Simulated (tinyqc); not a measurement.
## Field, mass and barrier from the scaled variables

Inverse problem. A barrier edge falls as U0 - F x over a width d with F = V/d. With e = (C F^2/m1)^(1/3), C = hbar^2/(2 m0), the Airy arguments at its edges are z1 = (U0 - E)/e and z2 = (U0 - V - E)/e. Find e, m1 and U0.

Parameters, values chosen for the exercise: electron energy E = 0.128 eV; barrier width d = 15 nm; voltage across the barrier V = 0.051 V.

Constants: q = 1.602176634e-19 C, hbar = 1.054571817e-34 J s, m0 = 9.1093837015e-31 kg, hbar^2/(2 m0) = 0.0380998212 eV nm^2. Results are converted to the units shown.

z1 and z2: 6.3163589  3.4401597

Solution. z1 - z2 = V/e gives e, its definition gives m1, and U0 = E + z1 e.

e = 0.01773 eV
m1 = 0.07900 m0
U0 = 0.2400 eV

Program tinyqc, `OMP_NUM_THREADS=1 python tinyqc.py 2580112 2580113 out.jsonl`; Intel Xeon 2.30GHz, shared host, one thread, about 0.01 s.
